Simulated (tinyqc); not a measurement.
Rate against the binding of B: microkinetic model of a Langmuir-Hinshelwood surface reaction A + (1/2) B2 = AB with Bronsted-Evans-Polanyi barriers. Computed by tinyqc, a small Python program. Command: `OMP_NUM_THREADS=1 python tinyqc.py 3012360 3012361 out.jsonl microkin walk`. One thread of a shared host (Intel(R) Xeon(R) Processor @ 2.30GHz), about 0.01 s of CPU time with the checks.

A adsorbs in equilibrium; B2 dissociates irreversibly on two free sites; adsorbed A and B react irreversibly and AB leaves at once. theta_A + theta_B + theta_* = 1.

Inputs (values chosen for the exercise, for a model catalyst):
```
quantity                              value   unit
adsorption energy of A, E_A           -1.03     eV
entropy loss of A, S_A                  1.3  meV/K
entropy loss of B2, S_B                 1.9  meV/K
slope a1 of the dissociation barrier    0.7      -
intercept b1                            1.4     eV
slope a2 of the reaction barrier       0.44      -
intercept b2                           0.15     eV
pressure p_A                          0.006    bar
pressure p_B                           0.21    bar
temperature T                           575      K
```

Constants: k_B = 8.617333262e-05 eV/K; hbar = 6.582119569e-16 eV s.

Method. K_A = exp(-(E_A + T S_A)/(k_B T)) per bar; barriers E1 = max(b1 + a1 2 E_B, 0), E2 = b2 - a2 (E_A + E_B); k1 = (k_B T/h) exp(-S_B/k_B) exp(-E1/(k_B T)) per bar, k2 = (k_B T/h) exp(-E2/(k_B T)), h = 2 pi hbar. theta_A = K_A p_A theta_*; 2 k1 p_B theta_*^2 = k2 theta_A theta_B, so theta_B = w theta_* with w = 2 k1 p_B/(k2 K_A p_A); theta_* = 1/(1 + K_A p_A + w); rate r = k2 theta_A theta_B.

Changing E_B at fixed E_A:
```
E_B (eV)  E1 (eV)  E2 (eV)     theta_*     theta_A     theta_B  log10 r
-2.40           0   1.6592  4.6119e-05  8.2813e-05  9.9987e-01   -5.546
-2.10           0   1.5272  6.6083e-04  1.1866e-03  9.9815e-01   -3.234
-1.80           0   1.3952  9.2569e-03  1.6622e-02  9.7412e-01   -0.941
-1.50           0   1.2632  9.8745e-02  1.7731e-01  7.2395e-01    1.115
-1.25           0   1.1532  2.7840e-01  4.9991e-01  2.2168e-01    2.016
-1.00        0.00   1.0432  3.4697e-01  6.2303e-01  3.0007e-02    2.207
-0.75        0.35   0.9332  3.5770e-01  6.4230e-01  2.8749e-06   -0.834
-0.50        0.70   0.8232  3.5770e-01  6.4230e-01  2.6718e-10   -3.902
-0.25        1.05   0.7132  3.5770e-01  6.4230e-01  2.4830e-14   -6.970
0.00         1.40   0.6032  3.5770e-01  6.4230e-01  2.3076e-18  -10.038
```

What follows from these numbers?

The rate is highest at E_B = -1 eV among these rows, where theta_B = 0.03. On the weak-binding side log10 r falls by 12.3 per eV, from the dissociation barrier (2 a1/(k_B T ln 10) = 12.3). On the strong-binding side B fills the surface and the rate falls again: the Sabatier volcano.

Extremes, crossings and ranges named in words are read from the listed rows.
